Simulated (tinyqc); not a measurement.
Worked calculation: UHF in the sto-3g basis, for H4+, spin multiplicity 2. This run ends on a higher stationary point, not on the lowest solution. One step of it, computed by the program tinyqc.

Question. Iteration 22 (converged): orbitals. Diagonalise F' = X^T F X, C = X C', fill 2 alpha and 1 beta electrons from the bottom; D(s) = C_occ C_occ^T. Each column has its largest component positive (the first on a tie).

converged F(alpha) (hartree), lower triangle:
```
           1H 1s      2H 1s      3H 1s      4H 1s
1H 1s  -0.535012
2H 1s  -0.415521  -0.535007
3H 1s  -0.096818  -0.058982  -0.535009
4H 1s  -0.058982  -0.096818  -0.415521  -0.535009
```

converged F(beta) (hartree), lower triangle:
```
           1H 1s      2H 1s      3H 1s      4H 1s
1H 1s  -0.321632
2H 1s  -0.288895  -0.321638
3H 1s  -0.152758  -0.111230  -0.321635
4H 1s  -0.111229  -0.152760  -0.288895  -0.321636
```

X, lower triangle:
```
           1H 1s      2H 1s      3H 1s     4H 1s
1H 1s   1.030511
2H 1s  -0.137489   1.030511
3H 1s  -0.043960  -0.002630   1.030511
4H 1s  -0.002630  -0.043960  -0.137489  1.030511
```

Give: F' = X^T F X; orbital energies; coefficients C; F' = X^T F X; orbital energies; coefficients C; D(alpha) after iteration 22; D(beta) after iteration 22.

Answer.

F' = X^T F X (alpha) (hartree), lower triangle:
```
        1       2       3       4
1  -0.453
2  -0.294  -0.453
3  -0.043  -0.003  -0.453
4  -0.003  -0.043  -0.294  -0.453
```

orbital energies (alpha) (hartree): MO1 -0.793, MO2 -0.702, MO3 -0.200, MO4 -0.119

coefficients C (alpha):
```
         MO1     MO2     MO3     MO4
1H 1s  0.423   0.470  -0.563   0.605
2H 1s  0.423   0.470   0.563  -0.605
3H 1s  0.423  -0.470  -0.563  -0.605
4H 1s  0.423  -0.470   0.563   0.605
```

F' = X^T F X (beta) (hartree), lower triangle:
```
        1       2       3       4
1  -0.253
2  -0.213  -0.253
3  -0.107  -0.053  -0.253
4  -0.053  -0.107  -0.213  -0.253
```

orbital energies (beta) (hartree): MO1 -0.627, MO2 -0.306, MO3 -0.094, MO4 0.013

coefficients C (beta):
```
         MO1     MO2     MO3     MO4
1H 1s  0.423   0.470   0.563   0.605
2H 1s  0.423   0.470  -0.563  -0.605
3H 1s  0.423  -0.470   0.563  -0.605
4H 1s  0.423  -0.470  -0.563   0.605
```

D(alpha) after iteration 22, lower triangle:
```
        1H 1s   2H 1s  3H 1s  4H 1s
1H 1s   0.400
2H 1s   0.400   0.400
3H 1s  -0.042  -0.042  0.400
4H 1s  -0.042  -0.042  0.400  0.400
```

D(beta) after iteration 22, lower triangle:
```
       1H 1s  2H 1s  3H 1s  4H 1s
1H 1s  0.179
2H 1s  0.179  0.179
3H 1s  0.179  0.179  0.179
4H 1s  0.179  0.179  0.179  0.179
```
